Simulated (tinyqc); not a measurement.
Double-gate transistor below threshold, two-dimensional Poisson equation on a small mesh: course of the iteration: Jacobi sweep.

Half of a symmetric double-gate structure: row 0 is the mid-plane of the body, where the normal field vanishes. Mobile charge is neglected (subthreshold), the body is fully depleted, and potentials are counted from the intrinsic level; rows run upward to the gate, columns from source to drain.

Mesh: rows i = 0..2 in the semiconductor (step hs = tb/2, row 2 on the interface), then 2 step(s) ho = tox/2 up to the gate row 4; columns j = 0..5 (step hy = L/5). Box integration, divided by eps0: up_i = eps hy/h of the interval above row i, dn_i = that of the interval below (0 for row 0), lat_i = (sum of eps h/2 over the intervals above and below)/hy, s_i = -q Na w_i hy/eps0 with w_i the semiconductor height of the box (hs/2 for row 0 and the interface row, hs between, 0 in the insulator). Each free node obeys (up + dn + 2 lat) psi = up psi(above) + dn psi(below) + lat [psi(left) + psi(right)] + s.

Free nodes: rows 0..3, columns 1..4, taken row by row from row 0, left to right. t = (up psi(above) + dn psi(below) + lat [psi(left) + psi(right)] + s)/(up + dn + 2 lat), with all neighbours from the previous sweep; psi(new) = t.

Stop when the largest change of psi is below 1e-7 V, or after 25 iterations. Fixed values: gate row Vg - Vfb; column 0 at Vbi and the last column at Vbi + Vd in the semiconductor, each running linearly to Vg - Vfb across the insulator.

Values chosen for this exercise; semiconductor permittivity made up: relative permittivity of the semiconductor eps_r = 9.76; relative permittivity of the insulator eox = 25; half the body thickness tb = 4 nm; insulator thickness tox = 6.4 nm; channel length L = 38 nm; acceptor density of the depleted body Na = 1.9e18 cm^-3; potential of the source Vbi = 0.52 V; gate offset Vfb = 0.14 V; gate voltage Vg = -0.1 V; drain voltage Vd = 1 V.

Constants: q = 1.602176634e-19 C, eps0 = 8.8541878128e-14 F/cm where lengths are in cm. Results are converted to the units shown.

psi at the start (fixed values on the edges, free nodes at zero) (V):

|  | j=0 | j=1 | j=2 | j=3 | j=4 | j=5 |
|---|---|---|---|---|---|---|
| row 0 | 0.52000 | 0.00000 | 0.00000 | 0.00000 | 0.00000 | 1.52000 |
| row 1 | 0.52000 | 0.00000 | 0.00000 | 0.00000 | 0.00000 | 1.52000 |
| row 2 | 0.52000 | 0.00000 | 0.00000 | 0.00000 | 0.00000 | 1.52000 |
| row 3 | 0.14000 | 0.00000 | 0.00000 | 0.00000 | 0.00000 | 0.64000 |
| row 4 | -0.24000 | -0.24000 | -0.24000 | -0.24000 | -0.24000 | -0.24000 |

| row | up | dn | lat | s (V) |
|---|---|---|---|---|
| 0 | 37.0880 | 0 | 1.28421 | -0.261294 |
| 1 | 37.0880 | 37.0880 | 2.56842 | -0.522587 |
| 2 | 59.3750 | 37.0880 | 6.54737 | -0.261294 |
| 3 | 59.3750 | 59.3750 | 10.5263 | 0 |

Course of the iteration:

| iteration | psi at row 0, j = 2 (V) | largest \|change\| of one entry (V) |
|---|---|---|
| 1 | -0.00658894 | 0.102 |
| 2 | -0.0126326 | 0.0611 |
| 3 | -0.0163045 | 0.0570 |
| 4 | -0.0424584 | 0.0416 |
| 5 | -0.0534439 | 0.0382 |
| 6 | -0.0749619 | 0.0266 |
| 7 | -0.0866678 | 0.0243 |
| 8 | -0.102383 | 0.0169 |
| 9 | -0.112602 | 0.0155 |
| ... | ... | ... |
| 17 | -0.166769 | 4.02e-3 |
| 18 | -0.170131 | 3.36e-3 |
| 19 | -0.173234 | 3.10e-3 |
| 20 | -0.175788 | 2.55e-3 |
| 21 | -0.178178 | 2.39e-3 |
| 22 | -0.180133 | 1.96e-3 |
| 23 | -0.181973 | 1.84e-3 |
| 24 | -0.183481 | 1.51e-3 |
| 25 | -0.184897 | 1.42e-3 |

Did this iteration meet its convergence test, and what does its course show?

No. Not converged within 25 iterations. The largest change falls steadily but slowly, by a factor of about 0.88 a step over the last four steps. The Jacobi matrix has spectral radius 0.892, which sets that rate. A rerun with over-relaxation at omega = 1.38 converges in 19 iterations.

Numbers from tinyqc (`OMP_NUM_THREADS=1 python tinyqc.py 2480062 2480063 out.jsonl`; about 0.1 s on one thread of a shared Intel Xeon 2.30GHz).
